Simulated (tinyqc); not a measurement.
# Oxide trap near a transistor channel: two-state multiphonon kinetics, telegraph noise and bias instability, step by step

A worked calculation. Computed by tinyqc, a small Python program that keeps every step. Command: `OMP_NUM_THREADS=1 python tinyqc.py 3010741 3010742 out.jsonl oxidetrap walk`. One thread of a shared host (Intel(R) Xeon(R) Processor @ 2.30GHz), about 0.01 s of CPU time with the checks. Intermediate numbers are printed to about 7 digits and carried at full precision; extremes and crossings named in words are read from the listed rows.

An n-channel device under positive gate bias. The trap is empty (state 1) or holds an electron (state 2); both states are parabolas of equal curvature, and the electron reservoir is taken at the Fermi level of the channel.

Inputs (values chosen for the exercise, with an insulator like SiO2 on silicon):

| quantity | value | unit |
|---|---|---|
| insulator constant eps_ox | 3.94 | - |
| insulator thickness t_ox | 4.7 | nm |
| trap depth x from the interface | 0.64 | nm |
| tunnel barrier phi_b | 3.15 | eV |
| tunnelling mass m_ox | 0.41 | m_0 |
| trap level above E_F at zero field E_t | 0.56 | eV |
| relaxation energy E_R | 2.3 | eV |
| oxide field F | 6.2 | MV/cm |
| attempt rate k_0 at the interface | 2e+12 | 1/s |
| temperature T | 250 | K |
| channel width W | 240 | nm |
| channel length L | 88 | nm |
| frequency f | 8000 | Hz |
| stress time t_s | 0.01 | s |

Parts treated: one trap.

Constants: hbar^2/(2 m_0) = 3.80998212 eV angstrom^2; k_B = 8.617333262e-05 eV/K; e = 1.602176634e-19 C; eps_0 = 8.8541878128e-12 F/m.

## Tunnelling factor

kappa = sqrt(2 m_ox phi_b)/hbar = sqrt(m_ox phi_b/(hbar^2/2m_0)); attenuation length lambda = 1/(2 kappa); factor exp(-x/lambda) for a rectangular barrier.

kappa = 5.822181 1/nm

attenuation length lambda = 0.08587846 nm

tunnelling factor = 5.800523e-04

Caution: a field 1.5 times as high comes near the usual breakdown field of such an insulator.

## Barriers and time constants

E_21 = E_t - e F x is the energy of state 2 over state 1; barriers E_c = (E_R + E_21)^2/(4 E_R), E_e = E_c - E_21; tau_c = exp(E_c/k_B T)/(k_0 P), tau_e = exp(E_e/k_B T)/(k_0 P), P the tunnelling factor; occupation f_2 = tau_e/(tau_c + tau_e); 1/tau_0 = 1/tau_c + 1/tau_e.

E_21 = 0.1632 eV

capture barrier E_c = 0.6594950 eV

emission barrier E_e = 0.4962950 eV

capture time tau_c = 16995.64 s

emission time tau_e = 8.717064 s

occupation f_2 = 5.126372e-04

tau_0 = 8.712595 s

The trap is almost always empty at this bias. Caution: at this temperature nuclear tunnelling through such barriers shortens the times below these classical values.

## Step height and noise

Charge-sheet step dV = e (t_ox - x)/(eps_ox eps_0 W L); Lorentzian spectrum S(f) = 4 dV^2 tau_0^2/((tau_c + tau_e)(1 + (2 pi f tau_0)^2)); corner 1/(2 pi tau_0); variance dV^2 f_2 (1 - f_2) = dV^2 tau_0/(tau_c + tau_e).

threshold step dV = 0.8828716 mV

corner frequency = 0.01826723 Hz

S(f) = 7.256969e-20 V^2/Hz

root-mean-square noise = 0.01998441 mV

f lies above the corner, on the 1/f^2 tail. Random dopants and current percolation, left out here, spread real steps around this value.

## Stress and recovery of one trap

From the zero-field occupation f(0), f(t) = f_2 + (f(0) - f_2) exp(-t/tau_0) under the field; after t_s the field is removed and f relaxes with the zero-field constants.

occupation at zero field = 5.139216e-12

tau_0 at zero field = 0.003711965 s

occupation after stress = 5.880539e-07

half-time of recovery = 0.002572938 s

## Bias dependence of the times

The formulas are those given above.

Against field:

| F (MV/cm) | E_21 (eV) | tau_c (s) | tau_e (s) | f_2 |
|---|---|---|---|---|
| 0.00 | 0.56000 | 7.222824e+08 | 3.711965e-03 | 5.139216e-12 |
| 1.86 | 0.44096 | 2.498877e+07 | 3.223907e-02 | 1.290142e-09 |
| 3.72 | 0.32192 | 9.974331e+05 | 3.230444e-01 | 3.238756e-07 |
| 4.96 | 0.24256 | 1.261277e+05 | 1.625609e+00 | 1.288843e-05 |
| 6.20 | 0.16320 | 1.699564e+04 | 8.717064e+00 | 5.126372e-04 |
| 7.44 | 0.08384 | 2.440422e+03 | 4.981097e+01 | 2.000253e-02 |
| 9.30 | -0.03520 | 1.495916e+02 | 7.664927e+02 | 8.367054e-01 |

ln(tau_c/tau_e) falls by e x/k_B T = 2.971 per MV/cm, which measures the depth x if the change of surface potential with bias is left aside. Over these rows tau_c shortens by 6.68 decades and tau_e lengthens by 5.31; the shares differ because E_21 is not small against E_R. The times cross at F = E_t/(e x) = 8.75 MV/cm.

Checks made by the program: detailed balance tau_c/tau_e = exp(E_21/k_B T) (relative difference below 1e-10); the integral of S(f) against the variance (relative difference below 1e-10).
